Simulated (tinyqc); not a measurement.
Comparisons within one model: Weaire-Thorpe hybrids on a Bethe lattice: gap and dangling bond of an amorphous tetrahedral solid. A value that a table varies takes the place of the one given here.

Four sp3 hybrids an atom at energy 0, coupled by -V1 on the atom and by -V2 along a bond; the bonds form a tree (no rings). For any network the gap runs at least from -V2 + V1 to V2 - 3 V1, and p-like states pile up at -V2 + V1 and V2 + V1. On the tree the gap is wider: it ends at Ec = -V1 + sqrt(V2^2 + 4 V1^2 - 2 sqrt3 V1 V2), which makes it well wider than the gaps of the real glasses. A branch seen from a hybrid has the self-energy S = V2^2 g, where g is the Green function of the hybrid across the bond, whose three partners carry S themselves. With a = z - V1, b = a - S: g = 1/(a + V1 b/(b + 3 V1)), z = E + i eta. A full atom has G = (1/b)(b + 3 V1)/(b + 4 V1) per hybrid; a dangling hybrid with shift dh has G = 1/(1/g - dh).

Parameters, chosen for this exercise (of the size of tabulated hybrid energies for amorphous silicon; not measured data):
```
symbol  value  unit  meaning
V1      1.69   eV    coupling of two hybrids on one atom
V2      4.63   eV    coupling of the two hybrids of a bond
eta     0.02   eV    broadening
dh      -1.8   eV    shift of the dangling hybrid (rehybridisation)
VH      4.35   eV    coupling to a hydrogen atom
eH      -4.39  eV    hydrogen level
E1s     -4.1   eV    first energy
dE      0.5    eV    step
```

## Bulk, dangling and hydrogenated hybrids across the gap

edges (eV): Ev -2.94000, Ec(bound) -0.44000, Ec(tree) 0.70911

Thirteen energies E1s + j dE. With hydrogen the hybrid gains the self-energy VH^2/(z - eH) and dh = 0.

Density per hybrid (1/eV):
```
E (eV),bulk,dangling,with hydrogen
-4.10,0.0070,0.0055,0.0003
-3.60,0.0040,0.0011,0.0002
-3.10,0.0614,0.0014,0.0002
-2.60,0.0139,0.0023,0.0002
-2.10,0.0024,0.0054,0.0003
-1.60,0.0010,0.0263,0.0003
-1.10,0.0006,0.4902,0.0004
-0.60,0.0005,0.0126,0.0005
-0.10,0.0005,0.0038,0.0008
0.40,0.0007,0.0021,0.0018
0.90,0.0195,0.0184,0.0775
1.40,0.0310,0.0275,0.1268
1.90,0.0360,0.0296,0.1473
```

What can be read from the table?

Between Ev = -2.94 and Ec = 0.71 eV the bulk density is a broadening tail (least 0.0005). The dangling hybrid reaches 0.490 at -1.10 eV among these rows; its level lies at -1.192 eV, and the peak there, of width eta, is far higher unless a row falls on it. With hydrogen the largest value on the rows inside the gap, more than 0.05 eV from an edge, is 0.0018, and 1/g = VH^2/(E - eH) has no root in the gap: the state has gone into a bonding level below and an antibonding one above.

## Level against rehybridisation

Root of 1/g(E) = dh for eta = 0 in the gap of the tree, between Ev = -V2 + V1 and Ec; a dash: none. A flatter atom makes the hybrid more p-like (dh > 0, up to V1), a more pyramidal one more s-like (dh < 0).

Level:
```
dh (eV),E (eV),above Ev (eV),weight
-3.0,-1.9955,0.9445,0.644
-2.5,-1.6671,1.2729,0.668
-2.0,-1.3290,1.6110,0.683
-1.5,-0.9865,1.9535,0.686
-1.0,-0.6455,2.2945,0.676
-0.5,-0.3135,2.6265,0.649
0.0,0.0000,2.9400,0.600
0.5,0.2815,3.2215,0.519
1.0,0.5116,3.4516,0.392
```

What can be read from the table?

A level exists for 9 of the 9 rows, from dh = -3 (0.944 eV above Ev) to 1 (3.452 eV); the gap of the tree is 3.649 eV. Its slope dE/d(dh) is the weight, largest at dh = -1.5 (0.69). A level that rises as the atom flattens is why an emptied dangling bond relaxes flat and a doubly filled one pyramidal.

## Stretching the bonds

V2 is scaled as (d0/d)^2 and V1 stays. Bound 2 V2 - 4 V1; tree V2 - 2 V1 + sqrt(V2^2 + 4 V1^2 - 2 sqrt3 V1 V2); a negative bound means that a network with rings may have no gap.

Against d/d0:
```
d/d0,V2 (eV),V2/V1,bound (eV),tree (eV)
0.96,5.024,2.973,3.288,4.337
0.98,4.821,2.853,2.882,3.979
1.00,4.630,2.740,2.500,3.649
1.02,4.450,2.633,2.140,3.345
1.04,4.281,2.533,1.801,3.066
1.07,4.044,2.393,1.328,2.690
1.10,3.826,2.264,0.893,2.361
1.15,3.501,2.072,0.242,1.906
```

What does this show?

The bound falls by 185 meV for each per cent of stretch near d0 and vanishes at d/d0 = 1.170, beyond the table. Weak, stretched bonds therefore put states closest to the edges, one origin of band tails.

## What each parameter does

Ev = -V2 + V1, conduction edge of the tree -V1 + sqrt(V2^2 + 4 V1^2 - 2 sqrt3 V1 V2), and the level that solves 1/g(E) = dh for eta = 0. Each row changes one parameter from the base and keeps the others.

Results:
```
case,Ev (eV),Ec (eV),level (eV),weight
base,-2.9400,0.7091,-1.1922,0.685
V1 = 1.61 eV,-3.0200,0.8360,-1.2401,0.705
V2 = 4.78 eV,-3.0900,0.8178,-1.2230,0.699
dh = -1.9 eV,-2.9400,0.7091,-1.2607,0.684
```

What does this show?

The largest shifts from the base row, up to three for each result and ties (the steps differ in size, so this ranks the rows, not the parameters). Ev (eV): V2 -0.1500, V1 -0.0800; unchanged at the printed digits by dh. Ec (eV): V1 +0.1269, V2 +0.1087; unchanged at the printed digits by dh. level (eV): dh -0.0685, V1 -0.0479, V2 -0.0308. weight: V1 +0.020, V2 +0.014, dh -0.001.

(tinyqc, `OMP_NUM_THREADS=1 python tinyqc.py 1482197 1482198 out.jsonl`, Intel(R) Xeon(R) Processor @ 2.30GHz, 1 thread, shared host, about 0.04 s.)
